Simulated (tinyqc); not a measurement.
Rapid thermal processing of a wafer: radiative balance, ramp and cooling, pattern effects, pyrometer error and spike budget. Changing the pyrometer wavelength. Computed by tinyqc, a small Python program. Command: `OMP_NUM_THREADS=1 python tinyqc.py 3110032 3110033 out.jsonl rtp sweep`. One thread of a shared host (Intel(R) Xeon(R) Processor @ 2.30GHz), about 0.04 s of CPU time with the checks.

The wafer is opaque and uniform through its thickness unless said otherwise; temperatures in formulas are in kelvin (C + 273.15). sigma = 5.670374419e-12 W/(cm^2 K^4).

Inputs (values chosen for the exercise, modelled on a hot silicon wafer):

| quantity | value | unit |
|---|---|---|
| process temperature | 654 | C |
| starting temperature | 500 | C |
| error of the assumed emissivity | 12 | % |
| activation energy of the process E_a | 3.66 | eV |

Constants: h = 6.62607015e-34 J s; c = 299792458 m/s; k_B = 1.380649e-23 J/K; k_B = 8.617333262e-05 eV/K.

Method. Signal proportional to eps/(exp(c2/(lambda T)) - 1), c2 = h c/k_B. If the assumed emissivity is too high by the given error, the reading T' solves (1 + error)/(exp(c2/(lambda T')) - 1) = 1/(exp(c2/(lambda T)) - 1). Wien estimate: T' - T = -lambda T^2 ln(1 + error)/c2. Process rates go as exp(-E_a/(k_B T)).

One run for each value:

| pyrometer wavelength (micrometre) | reading less true temperature (K) | Wien estimate (K) | c2/(lambda T) | rate at T over rate at T', less 1 (%) |
|---|---|---|---|---|
| 0.6 | -4.045 | -4.063 | 25.864 | 22.2 |
| 0.9 | -6.054 | -6.094 | 17.243 | 35.1 |
| 1.3 | -8.719 | -8.802 | 11.937 | 54.5 |
| 2.0 | -13.342 | -13.542 | 7.759 | 95.2 |
| 3.0 | -19.773 | -20.313 | 5.173 | 171.4 |
| 4.5 | -28.639 | -30.469 | 3.449 | 330.6 |
| 6.7 | -39.366 | -45.365 | 2.316 | 662.4 |
| 10.0 | -51.020 | -67.709 | 1.552 | 1340.6 |

Over the rows, reading less true temperature (K) falls from -4.04 to -51.0 (exponent d ln y / d ln x 0.99 between the first rows and 0.65 between the last); Wien estimate (K) falls from -4.06 to -67.7 (exponent d ln y / d ln x about 1.0 throughout); c2/(lambda T) falls from 25.9 to 1.55 (exponent d ln y / d ln x about -1.0 throughout). At the low end the exponent of reading less true temperature is 0.99, close to 1: the Wien limit.

Caution (rows 1.30, 2.00, 3.00, 4.50, 6.70, 10.0): below about 600 C lightly doped silicon is partly transparent at this wavelength, so its emissivity is not yet the hot value early in the ramp.
